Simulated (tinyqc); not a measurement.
Five forms on the same table: equation-of-state fits to an energy-volume table made by a known binding curve. Computed by tinyqc, a small Python program. Command: `OMP_NUM_THREADS=1 python tinyqc.py 3014078 3014079 out.jsonl eosfit walk`. One thread of a shared host (Intel(R) Xeon(R) Processor @ 2.30GHz), about 0.02 s of CPU time with the checks.

With x = (V/V_0)^(1/3), the energy per atom is E = -D [1 + eta (x - 1)] exp(-eta (x - 1)), so that B0 = D eta^2/(9 V_0) and B' = 1 + 2 eta/3. B' = dB/dP at P = 0.

Inputs (values chosen for the exercise, for a model crystal): cohesive energy D = 3.83 eV/atom; true volume V_0 = 7.62 angstrom^3/atom; stiffness eta = 3.74; half-width of the volume window w = 0.02; shift of the window centre s = 0.0071; points N = 11; compression V/V_0 for the pressure test = 0.85.

Binding curve: universal binding. Noise: none.

Constants: 1 eV/angstrom^3 = 160.2176634 GPa.

Method:
- B0 and B' from the formulas above; P = -dE/dV at V = c V_0 (c the compression chosen), from the curve itself.
- Table: V_j = V_0 [1 + s + w (2 j/(N - 1) - 1)], j = 0..N-1, rounded to 0.001; E_j from the curve, rounded to 1e-7 eV.
- Murnaghan: E = E0 + (B0 V/B') [(V0/V)^B'/(B' - 1) + 1] - B0 V0/(B' - 1), P = (B0/B') [(V0/V)^B' - 1].
- Birch-Murnaghan: E = E0 + (9 V0 B0/16) [y^3 B' + y^2 (2 - 4 y)], y = (V0/V)^(2/3) - 1; P = (3 B0/2) (x^7 - x^5) [1 + (3/4)(B' - 4)(x^2 - 1)], x = (V0/V)^(1/3).
- Vinet: E = E0 + (9 B0 V0/h^2) {1 + [h (1 - x) - 1] exp(h (1 - x))}, P = 3 B0 (1 - x) x^-2 exp(h (1 - x)), x = (V/V0)^(1/3), h = (3/2)(B' - 1).
- All are least-squares fits to the energies; for polynomials in V, B0 = V E'' and B' = -1 - V E'''/E'' at the minimum.

exact B0 = 125.157 GPa

exact B' = 3.49333

exact pressure at c V_0 = 26.8753 GPa

Table:
```
V (angstrom^3)      E (eV)
7.522           -3.8294981
7.552           -3.8297598
7.583           -3.8299293
7.613           -3.8299975
7.644           -3.8299706
7.674           -3.8298521
7.705           -3.8296358
7.735           -3.8293372
7.766           -3.8289381
7.796           -3.8284658
7.827           -3.8278903
```

Fitted values:
```
form             V0 (angstrom^3)  B0 (GPa)       B'  P at c V_0 (GPa)
exact                     7.6200    125.16   3.4933            26.875
parabola in V             7.6208    121.30  -1.0000                 -
cubic in V                7.6200    125.17   3.3430                 -
Murnaghan                 7.6200    125.15   3.5140            27.429
Birch-Murnaghan           7.6200    125.15   3.4886            26.929
Vinet                     7.6200    125.15   3.4842            26.855
```

What follows from these numbers?

In B0 the Vinet form comes closest (-0.01 %) and the parabola in V form misses most (-3.08 %). A parabola in V has no third derivative, so its B' is -1 by construction. At c V_0, beyond the window, the pressure errors are Murnaghan +2.1 %, Birch-Murnaghan +0.2 %, Vinet -0.1 %; Murnaghan keeps B linear in P and so runs too stiff under compression.

Extremes, crossings and ranges named in words are read from the listed rows.
